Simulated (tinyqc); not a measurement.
# Space-charge-limited current through a thin insulating or semi-insulating film with traps, step by step

A worked calculation. Computed by tinyqc, a small Python program that keeps every step. Command: `OMP_NUM_THREADS=1 python tinyqc.py 3006405 3006406 out.jsonl sclc walk`. One thread of a shared host (Intel(R) Xeon(R) Processor @ 2.30GHz), about 0.01 s of CPU time with the checks. Intermediate numbers are printed to about 6 digits and carried at full precision; extremes and crossings named in words are read from the listed rows.

One ohmic injecting contact at x = 0 (field zero), drift only, non-degenerate free carriers.

Inputs (values chosen for the exercise, modelled on an amorphous oxide semiconductor):

| quantity | value | unit |
|---|---|---|
| permittivity eps | 10 | - |
| band mobility mu | 7.9 | cm^2/(V s) |
| effective density of states N_c | 5.5e+18 | 1/cm^3 |
| trap density N_t | 1e+16 | 1/cm^3 |
| equilibrium Fermi level below the band edge, E_0 | 0.78 | eV |
| thickness d | 510 | nm |
| free density at the anode, in units of N_c | 7.6e-07 | - |
| temperature T | 300 | K |
| trap level E_t below the band edge | 0.48 | eV |

Traps: single level.

Constants: k_B = 8.617333262e-05 eV/K; e = 1.602176634e-19 C; eps_0 = 8.8541878128e-12 F/m.

## Equilibrium and landmark voltages

Free density n_0 = N_c exp(-E_0/k_B T) in equilibrium; trapped density n_t(n) = N_t/(1 + n_1/n), n_1 = N_c exp(-E_t/k_B T). theta = n/(n + n_t) at the anode density; trap-filled-limit voltage V_TFL = e (N_t - n_t(n_0)) d^2/(2 eps eps_0).

n_0 = 433450 1/cm^3

n_t(n_0) = 9.12468e+10 1/cm^3

theta = 4.22572e-04

V_TFL = 2.35325 V

## One point of the curve

J = e mu n F and (eps eps_0/e) dF/dx = n - n_0 + n_t(n) - n_t(n_0) = rho(n). With F = J/(e mu n): d = (eps eps_0 J/(e^2 mu)) I_1 and V = (eps eps_0 J^2/(e^3 mu^2)) I_2, I_k = int_(n_L)^infinity dn/(n^(k+1) rho(n)), n_L the density at the anode; with u = n_L/n, 200 Gauss-Legendre points in t, u = 1 - (1 - t)^2. Anode field J/(e mu n_L); Mott-Gurney current (9/8) eps eps_0 mu V^2/d^3; ohmic current e n_0 mu V/d.

I_1 = 2.39816e-29 cm^6

I_2 = 2.88095e-42 cm^9

current density J = 0.487070 A/cm^2

voltage V = 2.35767 V

anode field over mean field V/d = 1.99143

trap-free Mott-Gurney current = 329.749 A/cm^2

ohmic current = 2.53623e-08 A/cm^2

J is 0.00148 times the trap-free law and 1.92e7 times the ohmic current; theta is 4.23e-4. The field ratio is 1 for ohmic flow, 3/2 for the square law and 2 for a uniform fixed charge; here 1.99.

## The whole curve

The last column is d ln J/d ln V up to the next row.

Current against voltage:

| n_L (1/cm^3) | V (V) | J (A/cm^2) | slope |
|---|---|---|---|
| 4.60e+05 | 1.72587e-05 | 2.41883e-13 | 1.7232 |
| 5.40e+06 | 6.79458e-04 | 1.35648e-10 | 1.9863 |
| 6.40e+07 | 8.39310e-03 | 1.99989e-08 | 2.0163 |
| 7.60e+08 | 9.65015e-02 | 2.75147e-06 | 2.1965 |
| 9.00e+09 | 8.02980e-01 | 2.88877e-04 | 3.8399 |
| 1.10e+11 | 2.05030e+00 | 1.05681e-02 | 20.7354 |
| 1.30e+12 | 2.32960e+00 | 1.49295e-01 | 96.2766 |
| 1.50e+13 | 2.39016e+00 | 1.76654e+00 | 25.2159 |
| 1.80e+14 | 2.64472e+00 | 2.26688e+01 | 5.7769 |
| 2.10e+15 | 4.32395e+00 | 3.87975e+02 | 2.5874 |
| 2.50e+16 | 1.92100e+01 | 1.83867e+04 | 2.0687 |
| 3.00e+17 | 1.91909e+02 | 2.14912e+06 | - |

The slope starts at 1.72, peaks at 96.3 between 2.33 and 2.39 V and ends at 2.07. Rows below 0.26 V (10 k_B T/e) are formal, since diffusion from the contact rules there. Self-heating is left out, although J V exceeds 1e5 W/cm^2 at the last row. The last rows ignore velocity saturation (mu V/d above 1e7 cm/s). Rows above 153 V are formal, since the mean field exceeds 3 MV/cm and breakdown sets in. The steep part is the filling of the level near V_TFL = 2.35 V, from which N_t can be read; below it a slope near 2, where the rows show one, belongs to the square law scaled by theta.

Checks made by the program: trap-free limit against the Mott-Gurney law (relative difference 5e-08).
